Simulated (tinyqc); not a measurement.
Transmission spectrum against simple models: phonon transmission through an interface between two chains by Green functions. Computed by tinyqc, a small Python program. Command: `OMP_NUM_THREADS=1 python tinyqc.py 3004917 3004918 out.jsonl agf walk`. One thread of a shared host (Intel(R) Xeon(R) Processor @ 2.30GHz), about 0.01 s of CPU time with the checks.

Two semi-infinite chains (masses m_1, m_2; springs k_1, k_2), motion along the chain. The central region holds the end atom of each chain and one interlayer atom of mass m_b, joined by springs k_b. lambda = omega^2 in eV/(angstrom^2 u); nu = 15.6333042 THz x sqrt(lambda).

Inputs (values chosen for the exercise, for two model chains):

| quantity | value | unit |
|---|---|---|
| mass m_1 | 65.6 | u |
| spring k_1 | 7.59 | eV/angstrom^2 |
| mass m_2 | 133 | u |
| spring k_2 | 13.7 | eV/angstrom^2 |
| junction spring k_b | 3.13 | eV/angstrom^2 |
| interlayer mass m_b | 165 | u |
| probe frequency / lower band top | 0.19 | - |

Atoms in the interlayer: one.

Constants: nu for 1 eV/(angstrom^2 u) = 15.6333042 THz.

Method:
- nu_max = 15.6333042 THz x 2 sqrt(k/m); impedance Z = sqrt(k m); long-wave transmission 4 Z_1 Z_2/(Z_1 + Z_2)^2; the probe frequency is the given share of the lower band top.
- In chain i, sin(q_i a/2) = nu/nu_max,i. An outgoing wave makes the next atom move as exp(i q_i a) times the end atom, so the lead adds the self-energy Sigma_i = -k_i exp(i q_i a) to the force-constant matrix; Gamma_i = -2 Im Sigma_i = 2 k_i sin(q_i a).
- A = lambda M - K - Sigma over the central atoms, with K_ii the sum of the springs at i, K_(i,i+1) = -k_b; G = inverse of A; transmission = Gamma_1 Gamma_2 |G_(first,last)|^2.
- Long-wave value 4 Z_1 Z_2/(Z_1 + Z_2)^2. Continuum estimate, with omega = sqrt(lambda): a slab of impedance Z_b = sqrt(k_b m_b) and phase p = omega x (number of interlayer atoms) x sqrt(m_b/k_b), tau = 4 Z_1 Z_2/[(Z_1 + Z_2)^2 cos^2 p + (Z_b + Z_1 Z_2/Z_b)^2 sin^2 p].

band top of chain 1 = 10.6353 THz

band top of chain 2 = 10.0350 THz

long-wave transmission = 0.901767

Z_1 = 22.3138 sqrt(eV u)/angstrom

Z_2 = 42.6861 sqrt(eV u)/angstrom

Transmission:

| nu/nu_top | nu (THz) | Green function | long-wave value | continuum estimate |
|---|---|---|---|---|
| 0.05 | 0.5017 | 0.88652 | 0.90177 | 0.90230 |
| 0.15 | 1.5052 | 0.84843 | 0.90177 | 0.90593 |
| 0.25 | 2.5087 | 0.95848 | 0.90177 | 0.91030 |
| 0.35 | 3.5122 | 0.52159 | 0.90177 | 0.91185 |
| 0.45 | 4.5157 | 0.09211 | 0.90177 | 0.90931 |
| 0.55 | 5.5192 | 0.01943 | 0.90177 | 0.90477 |
| 0.65 | 6.5227 | 0.00521 | 0.90177 | 0.90189 |
| 0.75 | 7.5262 | 0.00157 | 0.90177 | 0.90297 |
| 0.85 | 8.5297 | 0.00047 | 0.90177 | 0.90715 |
| 0.92 | 9.2322 | 0.00018 | 0.90177 | 0.91015 |
| 0.98 | 9.8343 | 0.00005 | 0.90177 | 0.91167 |

What does the comparison show, and why?

The transmission starts at the impedance value 0.902 and vanishes at the lower band top, 10.03 THz, above which chain 2 has no states. It rises to 0.958 at nu/nu_top = 0.25, where the two sides are matched better than for long waves. The continuum estimate is within 0.05 up to nu/nu_top = 0.05; it leaves out dispersion, and it puts the faces of the slab half a spring from its outer atoms.
